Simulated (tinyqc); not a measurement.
Moment against band filling: Stoner model of a band ferromagnet.

Density of states per atom and spin: triangular, D(e) = (4 M/W^2) (W/2 - |e|). Levels e -/+ I m/2 for up and down spin, m = n_up - n_down, n_up + n_down = nd. At zero temperature e(N) is the energy below which N states lie, and E(m) = sum over spins of integral e D de - I m^2/4.

Values chosen for the exercise: W = 5.1 eV (band width, e from -W/2 to W/2); M = 5 (states per atom and spin); I = 1.3 eV (Stoner parameter).

Rigid band, I fixed: a Slater-Pauling curve.

Results:
```
nd,I D(EF),m (muB),m_max
3.0,1.974,3.000,3.0
4.0,2.280,4.000,4.0
5.0,2.549,5.000,5.0
6.0,2.280,4.000,4.0
6.5,2.133,3.500,3.5
7.0,1.974,3.000,3.0
7.5,1.802,2.500,2.5
8.0,1.612,2.000,2.0
8.5,1.396,1.499,1.5
9.0,1.140,0.842,1.0
9.5,0.806,0.000,0.5
```

Magnetic fillings among those listed: 3.0, 4.0, 5.0, 6.0, 6.5, 7.0, 7.5, 8.0, 8.5 and 9.0; the largest moment is 5.00 at nd = 5. At 3.0, 4.0, 5.0, 6.0, 6.5, 7.0, 7.5 and 8.0 the moment is saturated and follows m_max, changing by one per electron.

Run: tinyqc, `OMP_NUM_THREADS=1 python tinyqc.py 1681607 1681608 out.jsonl`; Intel(R) Xeon(R) Processor @ 2.30GHz, one thread, shared host; about 0.8 s of CPU time with all checks.
